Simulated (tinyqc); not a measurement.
What grading buys: minority-electron transport through the base of a bipolar transistor (Moll-Ross and Kroemer integrals). Computed by tinyqc, a small Python program. Command: `OMP_NUM_THREADS=1 python tinyqc.py 3030943 3030944 out.jsonl base walk`. One thread of a shared host (Intel(R) Xeon(R) Processor @ 2.30GHz), about 0.01 s of CPU time with the checks.

Low injection, one dimension, x from the emitter edge (0) to the collector edge (W), s = x/W. Recombination is treated as a small correction (valid for tau_B well below tau_n), computed from the stored charge.

Inputs (values chosen for the exercise, modelled on silicon): base doping at the emitter edge N_0 = 9.7e+18 1/cm^3; base width W = 360 nm; mu_min = 240 cm^2/(V s); mu_max = 1380 cm^2/(V s); N_ref = 8.3e+16 1/cm^3; saturation velocity v_s = 0.96 1e7 cm/s; temperature T = 300 K; doping ratio N_0/N(W) = 42.

Base doping profile: Gaussian. Gap grading: linear. Exit of the base: saturation velocity.

Constants: k_B = 8.617333262e-05 eV/K.

Method. N(x) = N_0 (ratio)^(-s^2); n_i(x)^2 = n_i^2 exp(s dE_g/k_B T); D(x) = (k_B T/e) mu, mu = mu_min + (mu_max - mu_min)/(1 + (N/N_ref)^0.7). With y(x) = N n_i^2/(D n_i(x)^2): base Gummel number G_B = int_0^W y dx + N(W) n_i^2/(v_s n_i(W)^2); J_C = e n_i^2 exp(e V_BE/k_B T)/G_B; n(x) = (J_C/e)(n_i(x)^2/(N n_i^2)) [int_x^W y dx + the same exit term]; transit time tau_B = (e/J_C) int n dx; trapezoid rule on 401 even points.

The same base with other gradings:
```
dE_g (meV)  dE_g/k_B T  G_B (s/cm^4)  J_C gain  tau_B (ps)  speed gain
0                0.000    2.0791e+13    1.0000      31.339      1.0000
25               0.967    1.6299e+13    1.2756      26.569      1.1795
50               1.934    1.3184e+13    1.5769      22.972      1.3642
75               2.901    1.0947e+13    1.8993      20.185      1.5525
100              3.868    9.2881e+12    2.2384      17.974      1.7435
150              5.802    7.0377e+12    2.9542      14.709      2.1306
200              7.736    5.6124e+12    3.7044      12.428      2.5217
300             11.605    3.9497e+12    5.2639       9.469      3.3094
```

What does the comparison show, and why?

At 100 meV J_C rises by a factor 2.24 and the transit is 1.74 times faster; at 300 meV the factors are 5.26 and 3.31. For a uniform base without exit term both tend to be linear in dE_g/k_B T, J_C as x/(1 - exp(-x)) and the speed as x/2.
